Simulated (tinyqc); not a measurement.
Inputs raised by 5 %, one at a time: leakage currents through a thin dielectric. Computed by tinyqc, a small Python program. Command: `OMP_NUM_THREADS=1 python tinyqc.py 3022755 3022756 out.jsonl leak sens`. One thread of a shared host (Intel(R) Xeon(R) Processor @ 2.30GHz), about 0.03 s of CPU time with the checks.

Electrons leave an electrode with Fermi energy E_F above its band bottom; barriers are counted from the Fermi level, and both electrodes are alike.

Inputs (values chosen for the exercise, modelled on Al2O3):

| quantity | value | unit |
|---|---|---|
| barrier height phi_B | 2.74 | eV |
| tunnelling mass m | 0.34 | m_0 |
| static permittivity k | 8.91 | - |
| optical permittivity k_o | 3.06 | - |
| trap depth phi_t | 1.2 | eV |
| Poole-Frenkel prefactor sigma_0 | 1.2e-06 | S/cm |
| thickness t | 1.6 | nm |
| voltage V | 0.66 | V |
| temperature T | 358 | K |

Stack: single layer.

Constants: m_0 = 9.1093837015e-31 kg; e = 1.602176634e-19 C; hbar = 1.054571817e-34 J s; eps_0 = 8.8541878128e-12 F/m; k_B = 8.617333262e-05 eV/K; k_B = 1.380649e-23 J/K; h = 6.62607015e-34 J s.

Method:
- Field F = V/t; equivalent oxide thickness 3.9 t/k.
- WKB: a layer of mass m, field F and barrier b(x) = b_0 - e F x gives the exponent (4 sqrt(2 m)/(3 hbar e F)) [b_0^(3/2) - max(b_0 - e F t, 0)^(3/2)] for b_0 > 0; b_0 = barrier - (E - E_F); the transmission is D(E) = exp(-sum of exponents), without image force.
- Schottky emission J = A T^2 exp(-(phi_B - sqrt(e^3 F/(4 pi k_o eps_0)))/k_B T), A = 4 pi e m k_B^2/h^3 with the tunnelling mass; Poole-Frenkel J = sigma_0 F exp(-(phi_t - sqrt(e^3 F/(pi k_o eps_0)))/k_B T); both use the field F of the dielectric.

Runs:

| input moved | from | to | Poole-Frenkel current density (A/cm^2) | transmission D(E_F) | equivalent oxide thickness (nm) | Schottky current density (A/cm^2) |
|---|---|---|---|---|---|---|
| base run | - | - | 1.608e-04 | 3.631e-07 | 0.7003 | 2.232e-26 |
| barrier height phi_B (eV) | 2.74 | 2.877 | 1.608e-04 | 2.393e-07 | 0.7003 | 2.631e-28 |
| tunnelling mass m (m_0) | 0.34 | 0.357 | 1.608e-04 | 2.518e-07 | 0.7003 | 2.344e-26 |
| static permittivity k | 8.91 | 9.3555 | 1.608e-04 | 3.631e-07 | 0.6670 | 2.232e-26 |
| optical permittivity k_o | 3.06 | 3.213 | 8.076e-05 | 3.631e-07 | 0.7003 | 1.582e-26 |
| trap depth phi_t (eV) | 1.2 | 1.26 | 2.299e-05 | 3.631e-07 | 0.7003 | 2.232e-26 |
| thickness t (nm) | 1.6 | 1.68 | 7.692e-05 | 1.730e-07 | 0.7354 | 1.582e-26 |
| temperature T (K) | 358 | 375.9 | 2.630e-04 | 3.631e-07 | 0.7003 | 8.563e-25 |

Exponents ln(y'/y) / ln(x'/x):

| input | Poole-Frenkel current density | transmission D(E_F) | equivalent oxide thickness | Schottky current density |
|---|---|---|---|---|
| barrier height phi_B | 0.000 | -8.545 | 0 | -91.019 |
| tunnelling mass m | 0.000 | -7.505 | 0 | 1.000 |
| static permittivity k | 0.000 | 0.000 | -1 | 0.000 |
| optical permittivity k_o | -14.109 | 0.000 | 0 | -7.054 |
| trap depth phi_t | -39.862 | 0.000 | 0 | 0.000 |
| thickness t | -15.109 | -15.196 | 1 | -7.054 |
| temperature T | 10.087 | 0.000 | 0 | 74.746 |

Which inputs matter most for each result?

Among the inputs moved here: Poole-Frenkel current density answers most in size to trap depth phi_t (exponent -39.862), next to thickness t (-15.109); its exponent is below 0.0005 for barrier height phi_B, tunnelling mass m, static permittivity k. Transmission D(E_F) answers most in size to thickness t (exponent -15.196), next to barrier height phi_B (-8.545); its exponent is below 0.0005 for static permittivity k, optical permittivity k_o, trap depth phi_t, temperature T. equivalent oxide thickness answers most in size to static permittivity k (exponent -1.000), and about equally to thickness t (+1.000); its exponent is below 0.0005 for barrier height phi_B, tunnelling mass m, optical permittivity k_o, trap depth phi_t, temperature T. Schottky current density answers most in size to barrier height phi_B (exponent -91.019), next to temperature T (+74.746); its exponent is below 0.0005 for static permittivity k, trap depth phi_t.
